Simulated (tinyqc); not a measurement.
# One-sided p+-n junction, ionisation integral and breakdown: what changes with what

A p+ layer at x < 0 and an n drift layer from x = 0. Depletion approximation, built-in voltage neglected. Local ionisation coefficients alpha_n = an exp(-(bn/E)^mx), alpha_p = ap exp(-(bp/E)^mx). Electrons move towards +x, holes towards x = 0.

Values chosen for this exercise; material values close to those of silicon:
```
symbol,value,unit,meaning
eps_r,11.8,,relative permittivity
an,6.57e5,1/cm,prefactor of the electron ionisation coefficient
bn,1.29e6,V/cm,field constant for electrons
ap,1.57e6,1/cm,prefactor of the hole ionisation coefficient
bp,2e6,V/cm,field constant for holes
mx,1,,exponent
mu,1420,cm^2/(V s),electron mobility of the drift layer
N,1.4e14,cm^-3,donor density of the drift layer
```

Constants: q = 1.602176634e-19 C, eps0 = 8.8541878128e-14 F/cm where lengths are in cm. Results are converted to the units shown.

Each table varies one quantity; the others keep the values above.

## Multiplication against voltage

W = sqrt(2 eps0 eps_r V/(q N)), peak field E0 = q N W/(eps0 eps_r), falling linearly to 0 at W. G(x) = integral from 0 to x of (alpha_n - alpha_p); I_n = integral of alpha_n exp(-G) (electrons injected at x = 0), I_p = integral of alpha_p exp(G(end) - G) (holes injected at the far edge); M = 1/(1 - I). Integrals on a fine grid; BV is where I_n = 1. Here BV = 1149.34 V; the Miller exponent is n = ln(1 - 1/M)/ln(V/BV).

Multiplication against voltage:
```
V (V)	E0 (kV/cm)	I_n	I_p	M_n	M_p	Miller n, electrons	Miller n, holes
460	141	0.0395	4.31e-4	1.04	1.00	3.53	8.46
575	157	0.122	0.00252	1.14	1.00	3.03	8.64
690	172	0.271	0.0101	1.37	1.01	2.56	9.01
805	186	0.474	0.0333	1.90	1.03	2.10	9.55
919	199	0.687	0.101	3.20	1.11	1.68	10.3
988	206	0.804	0.195	5.10	1.24	1.44	10.8
1060	213	0.905	0.397	10.6	1.66	1.23	11.4
1100	217	0.952	0.596	20.9	2.48	1.12	11.8
1130	220	0.982	0.815	56.9	5.39	1.04	12.1
```

Read the table: what changes, and by how much?

M_n rises from 1.041 to 56.9 and M_p from 1.000 to 5.39; both diverge at BV. The Miller exponent for electrons falls from 3.53 to 1.04 and that for holes rises from 8.46 to 12.1, so one exponent describes neither over the whole range. The larger multiplication belongs to electrons, whose coefficient at the peak field of the last row is 10.5 times the other.

## Effect of the drift doping

Same model as above.

Specific on-resistance Ron = W/(q mu N) with constant mobility and full ionisation.

Result of one run:
```
N (cm^-3)	BV (V)	E0 at BV (kV/cm)	W at BV (um)	Ron (mohm cm^2)	BV^2/Ron (MW/cm^2)	eps0 eps_r mu E0^3/4 (MW/cm^2)
4.3e13	2.88e3	195	296	3.02e3	2.74	2.74
```

What becomes of these results when the donor density of the drift layer N is changed from 4.3e13 to 5.8e14 cm^-3, all else the same?

Result of the changed run:
```
N (cm^-3)	BV (V)	E0 at BV (kV/cm)	W at BV (um)	Ron (mohm cm^2)	BV^2/Ron (MW/cm^2)	eps0 eps_r mu E0^3/4 (MW/cm^2)
5.8e14	395	265	29.8	22.6	6.91	6.91
```

The whole series:
```
N (cm^-3)	BV (V)	E0 at BV (kV/cm)	W at BV (um)	Ron (mohm cm^2)	BV^2/Ron (MW/cm^2)	eps0 eps_r mu E0^3/4 (MW/cm^2)
1.2e13	7.98e3	171	931	3.41e4	1.87	1.87
2.2e13	4.90e3	182	539	1.08e4	2.23	2.23
4.3e13	2.88e3	195	296	3.02e3	2.74	2.74
8.3e13	1.72e3	209	164	871	3.40	3.40
1.6e14	1.04e3	226	92.0	253	4.26	4.26
3e14	645	244	52.9	77.6	5.36	5.36
5.8e14	395	265	29.8	22.6	6.91	6.91
1.1e15	248	289	17.2	6.85	8.98	8.98
```

BV falls from 7980 to 248 V while the critical field rises from 171 to 289 kV/cm. BV goes as N^(-0.80) between the first two rows and N^(-0.73) between the last two (a coefficient proportional to E^7 gives -0.75 without punch-through). Ron goes as BV^(2.45) over the table; the last two columns agree since BV = E0 W/2 and N = eps0 eps_r E0/(q W).

Computed by the program tinyqc: `OMP_NUM_THREADS=1 python tinyqc.py 2120017 2120018 out.jsonl`, one thread of a shared Intel Xeon 2.30GHz, about 0.06 s for the whole run.
